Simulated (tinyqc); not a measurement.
Inside a calculation. Model: two-diode model of a solar cell.

Computed by the program tinyqc: `OMP_NUM_THREADS=1 python tinyqc.py 2280015 2280016 out.jsonl`, one thread of a shared Intel Xeon 2.30GHz, about 0.01 s for the whole run. Printed values are rounded.

J is the current delivered and Vj = V + J Rs the junction voltage. J = X JL - J01 (exp(Vj/(n1 Vt)) - 1) - J02 (exp(Vj/(2 Vt)) - 1) - Vj/Rp. The photocurrent does not depend on voltage.

Parameters, values chosen for the exercise; values of the order met in cells of CIGS: temperature T = 300 K; photocurrent at one sun JL = 37.3 mA/cm^2; concentration X = 1 suns; saturation current of the first diode J01 = 8.5e-15 A/cm^2; ideality factor of the first diode n1 = 1; series resistance Rs = 0 ohm cm^2; shunt resistance Rp = 70000 ohm cm^2; incident power at one sun Pin = 100 mW/cm^2; saturation current of the second diode (ideality 2) J02 = 1.6e-8 A/cm^2.

Constants: q = 1.602176634e-19 C, kB = 1.380649e-23 J/K, Vt = kB T/q. Results are converted to the units shown.

## Starting value

Vj = 0.66 V.

Vj at the start = 0.66 V

## Iteration 1: new Vj

Maximum power: dP/dVj = f = J (1 + 2 Rs G) - G Vj = 0. G = -dJ/dVj = J01 exp(Vj/(n1 Vt))/(n1 Vt) + J02 exp(Vj/(2 Vt))/(2 Vt) + 1/Rp. H = dG/dVj; f' = -2 G - 2 Rs G^2 + (2 Rs J - Vj) H; Vj(new) = Vj - f/f'.

J = 30.65485 mA/cm^2
G = 0.1484648 S/cm^2
H = 3.649042 S/(cm^2 V)
f = -67.33194 mA/cm^2
f' = -2.705297 S/cm^2
Vj after iteration 1 = 0.6351111 V

## Iteration 2: new Vj

As before.

J = 33.43597 mA/cm^2
G = 0.08225148 S/cm^2
H = 1.887566 S/(cm^2 V)
f = -18.80285 mA/cm^2
f' = -1.363317 S/cm^2
Vj after iteration 2 = 0.6213191 V

## Course of the iteration

Stop when the step is below 1e-10 V, or after 60 iterations.

Course of the iteration:

| iteration | Vj before the step (V) | step (V) |
|---|---|---|
| 1 | 0.66 | -0.0249 |
| 2 | 0.6351111 | -0.0138 |
| 3 | 0.6213191 | -3.17e-3 |
| 4 | 0.6181482 | -1.35e-4 |
| 5 | 0.6180133 | -2.31e-7 |
| 6 | 0.6180131 | -6.74e-13 |

Converged in 6 iterations.

## Figures of merit

Jsc at V = 0, Voc at J = 0, the maximum power point where J (1 + 2 Rs G) = G Vj with G = -dJ/dVj; FF = Vmp Jmp/(Voc Jsc); efficiency Vmp Jmp/(X Pin). Empirical fill factor without parasitics FF0 = (v - ln(v + 0.72))/(v + 1), v = Voc/(n1 Vt).

Jsc = 37.3 mA/cm^2
Voc = 0.7300282 V
Vmp = 0.6180131 V
Jmp = 34.60198 mA/cm^2
FF = 0.7853264
efficiency = 21.38448 %
FF0 = 0.8506820

FF is 7.7 % below FF0. Removing one loss at a time changes the efficiency by: second diode +2.58, shunt +0.01 points.
